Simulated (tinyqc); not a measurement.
# From one set of inputs to another, one input at a time

Model: heat flow across a film from the phonon Boltzmann equation in the relaxation-time approximation. Computed by tinyqc, a small Python program. Command: `OMP_NUM_THREADS=1 python tinyqc.py 3017303 3017304 out.jsonl slabbte ladder`. One thread of a shared host (Intel(R) Xeon(R) Processor @ 2.30GHz), about 0.04 s of CPU time with the checks.

Two black walls, hot at x = 0 and cold at x = L, emit phonons isotropically. For one free path Lambda, with tau = x/Lambda, tau_L = L/Lambda and phi = (T - T_cold)/Delta T, energy balance gives phi(tau) = (1/2) [E2(tau) + int_0^tau_L phi(s) E1(|tau - s|) ds]; E_n are the exponential integrals. The flux over the ballistic flux C v Delta T/4 is psi = 1 - 2 int_0^tau_L phi(s) E2(s) ds, and kappa_eff/kappa = (3/4) tau_L psi. kappa = C v Lambda/3 is an input, so at fixed kappa a longer free path means a smaller C v.

The inputs printed are set A. Set A is modelled on diamond; the values taken over come from a set modelled on sapphire. Inputs not listed in the table keep their values of set A, so the rows need not describe a real material.

Inputs (values chosen for the exercise, modelled on diamond):

| quantity | value | unit |
|---|---|---|
| bulk conductivity kappa | 1860 | W/(m K) |
| film thickness L | 150 | nm |
| wall temperature difference Delta T | 16 | K |
| free path Lambda_1 | 440 | nm |
| free path Lambda_2 | 4400 | nm |
| share f_2 of kappa | 0.18 | - |
| cells n in the small system | 5 | - |

Free-path groups: two.

Method:
- Cut the film into n equal cells with constant phi, collocated at the centres c_i: the kernel integrates to A_ij = |E2(|c_i - e_j|) - E2(|c_i - e_(j+1)|)|/2 for cell edges e_j, and A_ii = 1 - E2(half a cell); solve (1 - A) phi = E2(c)/2; psi = 1 - 2 sum_j phi_j [E3(e_j) - E3(e_(j+1))].
- Use 150 and 300 cells and extrapolate psi = (4 psi(300) - psi(150))/3. The jump at the hot wall is 1 - phi there (linear extrapolation from the first two of 300 cells). Two-flux (diffusion with slip) formula: psi = 1/(1 + 3 tau_L/4).
- Each group is solved on its own with 150 and 300 cells, psi = (4 psi(300) - psi(150))/3, and weighted by its share of kappa (f_1 is what the others leave); exchange of energy between groups inside the film is left out.
- Flux J = kappa_eff Delta T/L; apparent boundary resistance per wall (L/kappa_eff - L/kappa)/2.

Each row keeps all changes above it:

| input moved | from | to | apparent resistance per wall (m^2 K/GW) | jump at the wall / Delta T for Lambda_1 | psi for Lambda_1 |
|---|---|---|---|---|---|
| set A | - | - | 0.202 | 0.34757 | 0.77322 |
| film thickness L (nm) | 150 | 57 | 0.195 | 0.41563 | 0.89464 |
| bulk conductivity kappa (W/(m K)) | 1860 | 35.3 | 10.252 | 0.41563 | 0.89464 |
| free path Lambda_2 (nm) | 4400 | 310 | 7.911 | 0.41563 | 0.89464 |
| free path Lambda_1 (nm) | 440 | 21 | 0.635 | 0.14025 | 0.32251 |
| share f_2 of kappa | 0.18 | 0.32 | 0.859 | 0.14025 | 0.32251 |

Apparent resistance per wall goes from 0.202 to 0.859, a factor 4.26 in all. The largest single move comes from bulk conductivity kappa (a factor 52.7), and free path Lambda_1 works against it (a factor 0.0803). Jump at the wall / Delta T for Lambda_1 goes from 0.348 to 0.140, a factor 0.404 in all. The largest single move comes from free path Lambda_1 (a factor 0.337), and film thickness L works against it (a factor 1.20). psi for Lambda_1 goes from 0.773 to 0.323, a factor 0.417 in all. The largest single move comes from free path Lambda_1 (a factor 0.360), and film thickness L works against it (a factor 1.16). The single moves hold for this order of the switches; the total does not depend on the order.

Extremes, crossings and ranges named in words are read from the listed rows.
